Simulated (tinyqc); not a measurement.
Effect of the liquid interaction: binary melting diagram from solution models of liquid and solid. Computed by tinyqc, a small Python program. Command: `OMP_NUM_THREADS=1 python tinyqc.py 3016286 3016287 out.jsonl melt walk`. One thread of a shared host (Intel(R) Xeon(R) Processor @ 2.30GHz), about 0.01 s of CPU time with the checks.

x is the fraction of B. In a phase with interaction L: mu_A = G_A + R T ln(1 - x) + L x^2, mu_B = G_B + R T ln x + L (1 - x)^2. Melting: G(liquid) - G(solid) = H (1 - T/T_m) for each pure component.

Inputs (values chosen for the exercise, for a model alloy): melting point T_A = 1125 K; melting point T_B = 825 K; heat of melting H_A = 30.6 kJ/mol; heat of melting H_B = 35 kJ/mol.

Diagram: eutectic with pure solids.

Constants: R = 8.314462618 J/(mol K).

Method. Liquid against pure solid A: T = (H_A + L_L x^2)/(H_A/T_A - R ln(1 - x)); against pure solid B: T = (H_B + L_L (1 - x)^2)/(H_B/T_B - R ln x). The crossing is found anew for each L_L.

Eutectic point:
```
L_L (kJ/mol)      x_E  T_E (K)
-37.0         0.54714   577.85
-24.0         0.57964   655.03
-12.0         0.63583   723.30
-6.1          0.68393   754.46
0.0           0.76046   782.98
2.0           0.79247   790.97
4.0           0.82660   798.05
```

T_E rises from 578 to 798 K, 5.4 K per kJ/mol on average: attraction in the liquid stabilises it and deepens the eutectic. As attraction grows x_E moves from 0.827 to 0.547, towards 1/2, where mixing gains most.

Extremes, crossings and ranges named in words are read from the listed rows.
